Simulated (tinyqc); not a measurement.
Interlayer thickness: switching kinetics of a ferroelectric film and the memory window of a ferroelectric gate stack. Computed by tinyqc, a small Python program. Command: `OMP_NUM_THREADS=1 python tinyqc.py 3017466 3017467 out.jsonl feswitch walk`. One thread of a shared host (Intel(R) Xeon(R) Processor @ 2.30GHz), about 0.02 s of CPU time with the checks.

Fields in MV/cm; 1 microcoulomb/cm^2 over eps_0 is 11.29409 MV/cm. In the stack (metal, ferroelectric, interlayer, channel) the channel is taken as a conductor.

Inputs (values chosen for the exercise, for a model film):
```
quantity                                 value               unit
saturation polarisation P_s                 32  microcoulomb/cm^2
ratio P_r/P_s                             0.73                  -
coercive field E_c                        0.67              MV/cm
permittivity of the ferroelectric eps_F     29                  -
thickness t_F                               22                 nm
permittivity of the interlayer eps_I       5.5                  -
share s of P screened by trapped charge    0.7                  -
pulse height V                             6.7                  V
breakdown field of the interlayer           13              MV/cm
```

Method. Series stack: V = E_F t_F + E_I t_I and eps_I E_I = eps_F E_F + (1 - s) P/eps_0. E_I is for P = +P_s at the pulse height, the depolarising field for P = +P_r at V = 0; V needed puts E_F = 1.5 E_c after switching.

Stack against t_I:
```
t_I (nm)  E_F after (MV/cm)  E_I (MV/cm)  depolarising field / E_c  V needed (V)
0.3                  2.5904       33.372                    0.2732        2.9614
0.5                  2.3195       31.943                    0.4359        3.4616
0.8                  1.9540       30.016                    0.6554        4.2120
1.2                  1.5301       27.781                    0.9099        5.2125
1.6                  1.1650       25.856                    1.1291        6.2130
2.0                  0.8472       24.181                    1.3199        7.2135
3.0                  0.2078       20.809                    1.7038        9.7147
```

Each nanometre of interlayer costs 2.50 V, against 0.10 V for a nanometre of ferroelectric. The depolarising field grows from 0.27 to 1.70 E_c. At E_F = 1.5 E_c the interlayer carries (1.5 eps_F E_c + (1 - s) P_s/eps_0)/eps_I = 25.0 MV/cm whatever its thickness, above its breakdown field of 13 MV/cm, so the voltages in the last column could not be applied without breakdown. Caution: rows with E_I above the breakdown field of the interlayer cannot be reached without charge injection. Caution: where E_F after switching is below E_c the switching stalls before P_s, and where the depolarising field exceeds E_c the state switches back, so those rows describe states that are not held.
